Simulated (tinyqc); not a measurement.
Gated graphene: carriers, quantum capacitance and optical conductivity, step by step. Values are carried at full precision from step to step, so a last printed digit may differ when a step is redone from the rounded ones.

Cones E = +/- hv |k|, four flavours, D(E) = 2|E|/(pi hv^2). n = (2/pi)(kT/hv)^2 F_1(mu/kT), p = (2/pi)(kT/hv)^2 F_1(-mu/kT), in 1/angstrom^2 (1e16 for 1/cm^2); F_1(eta) = integral_0^infinity x dx/(1 + exp(x - eta)). Cq/e^2 = d(n - p)/d mu = (2 kT/(pi hv^2)) ln(2 + 2 cosh(mu/kT)).

Gate: V = mu/e + e (n - p)/Cox with Cox/e^2 = k/(4 pi e2 t), t in angstrom, e2 = e^2/(4 pi eps0); 1/(eV angstrom^2) in C/e^2 equals 1602.176634 microfarad/cm^2; total 1/C = 1/Cox + 1/Cq.

Constants: kB = 8.617333262e-05 eV/K; e^2/(4 pi eps0) = 14.39964547 eV angstrom; fine-structure constant alpha = 0.007297352564.

Parameters, chosen for this exercise (Fermi velocity near that of graphene, gate dielectric near SiO2; shifted at random, so the results belong to these values and not to a real crystal):
```
symbol  value   unit         meaning
hv      6.78    eV angstrom  hbar vF
T       77      K
k       3.72                 dielectric constant of the gate layer
t       90      nm           its thickness
V       -30.21  V            gate voltage from the neutrality point
E       1.048   eV           photon energy
Gm      10      meV          intraband damping
```

## Chemical potential at the gate voltage

Solve the gate equation for mu.

Cox = 0.03660 microfarad/cm^2
mu = -0.3138 eV
n = 0 1/cm^2
p = 6.83e+12 1/cm^2

mu takes 1.0 % of the gate voltage; the zero-temperature rule |mu| = hv sqrt(pi |n - p|) gives 0.3140 eV.

## Quantum capacitance

1/(eV angstrom^2) in C/e^2 equals 1602.176634 microfarad/cm^2; 1/C = 1/Cox + 1/Cq.

Cq = 6.963 microfarad/cm^2
C = 0.03641 microfarad/cm^2
Cq at mu = 0 = 0.2041 microfarad/cm^2

C is 0.995 of Cox.

## Optical conductivity at one energy

Conductivity over sigma0 = e^2/(4 hbar): interband Re = sinh(E/2kT)/(cosh(mu/kT) + cosh(E/2kT)); intraband Re = (8 kT/pi) ln(2 cosh(mu/2kT)) Gm/(E^2 + Gm^2). A free sheet absorbs about pi alpha_f Re(sigma/sigma0), alpha_f the fine-structure constant (alpha among the constants).

Evaluate both parts and the absorption.

interband = 1.0000
intraband = 0.0036
absorption = 2.301 %

E is above 2|mu| = 0.6276 eV; at this temperature interband transitions are mostly open; the universal value is pi alpha_f = 2.293 %.

## Checks

- Cq/e^2 against the finite difference of n - p (1/(eV angstrom^2)): both 0.004346.

Run: tinyqc, `OMP_NUM_THREADS=1 python tinyqc.py 1652278 1652279 out.jsonl`; Intel(R) Xeon(R) Processor @ 2.30GHz, one thread, shared host; about 0.01 s of CPU time with all checks.
